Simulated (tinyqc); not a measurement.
## Junction parameters from two forward currents

Problem. D(v) = J1 (exp(v/Vt) - 1) + J2 (exp(v/(2 Vt)) - 1). Find J1, J2 and the voltage 2 Vt ln(J2/J1) near which both parts are equal.

Inputs (values chosen for the exercise): temperature T = 330 K.

Constants: q = 1.602176634e-19 C, kB = 1.380649e-23 J/K, Vt = kB T/q. Results are converted to the units shown.

junction voltages (V): 0.27  0.68
currents (uA/um): 3.3112164e-7  0.14593846

Solution. The current is linear in J1 and J2, so two points give two equations.

J1 = 6.00e-12 uA/um
J2 = 2.20e-9 uA/um
crossover = 0.336 V

tinyqc, about 0.2 s, one thread, Intel Xeon 2.30GHz (shared host): `OMP_NUM_THREADS=1 python tinyqc.py 2182114 2182115 out.jsonl`
